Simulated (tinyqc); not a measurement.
Worked calculation: deep level with several charge states, and Shockley-Read-Hall recombination. Values are carried at full precision from step to step, so a last printed digit may differ when a step is redone from the rounded ones.

Energies from Ev. The defect has charge states 0, -1, -2 with weights 1, gm exp((EF - E1)/kT), exp((2 EF - E1 - E2)/kT); the shares are the weights over their sum. Boltzmann carriers: n = Nc exp((EF - Eg)/kT), p = Nv exp(-EF/kT). Neutrality: p - n + Nd + Nt <q> = 0.

Constants: kB = 8.617333262e-05 eV/K.

Values chosen for the exercise (gap and densities of states near those of SiC at this temperature; not measured data):
```
symbol  value     unit    meaning
Eg      3.244     eV      gap
Nc      2.28e+19  1/cm^3  conduction-band density of states
Nv      4.15e+19  1/cm^3  valence-band density of states
T       350       K
E1      1.324     eV      level (0/-1) above Ev
E2      1.93      eV      level (-1/-2) above Ev
gm      2                 degeneracy of the middle state, the others 1
Nt      1e+15     1/cm^3  defects
Nd      -1.4e+14  1/cm^3  ionised shallow donors minus acceptors
E_try   2.437     eV      trial Fermi level
Et      1.324     eV      recombination level above Ev
sn      4.4e-16   cm^2    electron capture cross-section
sp_     3.4e-15   cm^2    hole capture cross-section
vth     13000000  cm/s    thermal velocity, both carriers
Nm      1e+16     1/cm^3  equilibrium holes for the lifetime steps
dn      1.6e+12   1/cm^3  excess pairs
```

## Charge states at a trial Fermi level

Form the exponents, the shares, the mean charge and the residual of neutrality at EF = E_try.

exponents of the second and third weights: 36.902  53.712

shares: 0 0.0000, -1 0.0000, -2 1.0000

<q> = -2.0000

n, p (1/cm^3): 5.47e+07  3.36e-16

residual = -2.14e+15 1/cm^3

The residual is negative, so EF must fall.

## The neutral state

Solve for EF.

EF = 0.3800 eV

shares at EF: 0 1.000, -1 0.000, -2 0.000

n = 1.31e-22 1/cm^3
p = 1.40e+14 1/cm^3

Without the defects the majority density would be 1.40e+14 1/cm^3; with them the density of these carriers is 1.40e+14, nearly the same. Most defects are in the state 0.

## Recombination through one level

One level at Et with degeneracy 1: tn = 1/(sn vth Nt), tp = 1/(sp_ vth Nt), n1 = Nc exp((Et - Eg)/kT), p1 = Nv exp(-Et/kT), ni^2 = n1 p1. Equilibrium p0 = Nm, n0 = ni^2/Nm; n = n0 + dn, p = p0 + dn. U = (n p - ni^2)/(tp (n + n1) + tn (p + p1)), lifetime dn/U; emission rates en = sn vth n1, ep = sp_ vth p1.

Evaluate each quantity.

tn, tp (microsecond): 0.1748  0.02262

n1, p1 (1/cm^3): 5.14e-09  3.58

U = 9.15e+18 1/(cm^3 s)
lifetime = 0.175 microsecond

The lifetime is 1.000 times the minority capture time tn and 0.885 times tn + tp, the limit of high injection.

## Emission and generation in a depleted region

With n = p = 0 the level generates pairs at G = Nt en ep/(en + ep); generation lifetime tg = ni/G; current density e G W for a width W = 1 micrometre, e = 1.602176634e-19 C.

en, ep (1/s): 2.94e-17  1.58e-07

G = 0.0294 1/(cm^3 s)
tg = 4.61e+03 microsecond
current density = 4.71e-25 A/cm^2

The slower step, electron emission, limits the rate: en/ep = 1.86e-10.

## Checks

- U against hole capture minus emission at the steady occupation of the level (1/(cm^3 s)): both 9.152e+18.

(tinyqc, `OMP_NUM_THREADS=1 python tinyqc.py 1650358 1650359 out.jsonl`, Intel(R) Xeon(R) Processor @ 2.30GHz, 1 thread, shared host, about 0.01 s.)
